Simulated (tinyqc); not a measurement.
Inputs raised by 5 %, one at a time: speciation in dilute and buffered hydrofluoric acid, oxide etch rate and bath loading. Computed by tinyqc, a small Python program. Command: `OMP_NUM_THREADS=1 python tinyqc.py 3120499 3120500 out.jsonl hfetch sens`. One thread of a shared host (Intel(R) Xeon(R) Processor @ 2.30GHz), about 0.01 s of CPU time with the checks.

Concentrations stand for activities, NH4+ and Cl- are spectators, and water ionisation is neglected. H, F and HF2 denote the ions H+, F- and HF2-. The base temperature is 298 K.

Inputs (values chosen for the exercise, of the order of those for thermal oxide at room temperature):
```
quantity                            value            unit
HF added                             0.59           mol/L
NH4F added                              0           mol/L
HCl added                           0.022           mol/L
K1 = [H][F]/[HF]                 0.000676           mol/L
K2 = [HF2]/([HF][F])                 3.83           L/mol
K3 = [H2F2]/[HF]^2                    2.6           L/mol
rate constant of neutral HF k_a       8.4  nm L/(min mol)
rate constant of HF2 k_b               56  nm L/(min mol)
activation energy                    0.39              eV
temperature error                     2.1               K
oxide removed per wafer                16              nm
```

Constants: k_B = 8.617333262e-05 eV/K.

Method:
- Fluoride balance: [HF] + [F] + 2 [HF2] + 2 [H2F2] = HF added + NH4F added. Acid balance: [H] + [HF] + [HF2] + 2 [H2F2] = HF added + HCl added. For a trial [H], [HF] = [H][F]/K1, and the fluoride balance is a quadratic in [F].
- The root is refined to 1e-13 in pH = -log10 [H].
- Rate = k_a ([HF] + 2 [H2F2]) + k_b [HF2], an empirical two-term form.
- Time = oxide/rate; a temperature error changes the rate by exp((E_a/k_B)(1/298 - 1/(298 + error))) - 1.

Runs:
```
input moved                                           from         to  etch rate (nm/min)  [HF2] (mol/L)  share of HF2 in the rate (%)
base run                                                 -          -               5.109       0.005014                         5.497
HF added (mol/L)                                      0.59     0.6195               5.366       0.005277                         5.508
HCl added (mol/L)                                    0.022     0.0231               5.105       0.004890                         5.365
K1 = [H][F]/[HF] (mol/L)                          0.000676  0.0007098               5.114       0.005197                         5.691
K2 = [HF2]/([HF][F]) (L/mol)                          3.83     4.0215               5.117       0.005230                         5.724
K3 = [H2F2]/[HF]^2 (L/mol)                             2.6       2.73               5.104       0.004874                         5.348
rate constant of neutral HF k_a (nm L/(min mol))       8.4       8.82               5.350       0.005014                         5.249
rate constant of HF2 k_b (nm L/(min mol))               56       58.8               5.123       0.005014                         5.756
```

Exponents ln(y'/y) / ln(x'/x):
```
input                            etch rate   [HF2]  share of HF2 in the rate
HF added                             1.007   1.048                     0.041
HCl added                           -0.015  -0.513                    -0.498
K1 = [H][F]/[HF]                     0.022   0.736                     0.713
K2 = [HF2]/([HF][F])                 0.035   0.865                     0.830
K3 = [H2F2]/[HF]^2                  -0.020  -0.583                    -0.563
rate constant of neutral HF k_a      0.946   0.000                    -0.946
rate constant of HF2 k_b             0.056   0.000                     0.944
```

To which inputs is each result most sensitive?

Among the inputs moved here: etch rate answers most in size to HF added (exponent +1.007), next to rate constant of neutral HF k_a (+0.946). Its exponent +1.007 in HF added: the rate follows the acid added. [HF2] answers most in size to HF added (exponent +1.048), next to K2 = [HF2]/([HF][F]) (+0.865); its exponent is below 0.0005 for rate constant of neutral HF k_a, rate constant of HF2 k_b. Share of HF2 in the rate answers most in size to rate constant of neutral HF k_a (exponent -0.946), and about equally to rate constant of HF2 k_b (+0.944).
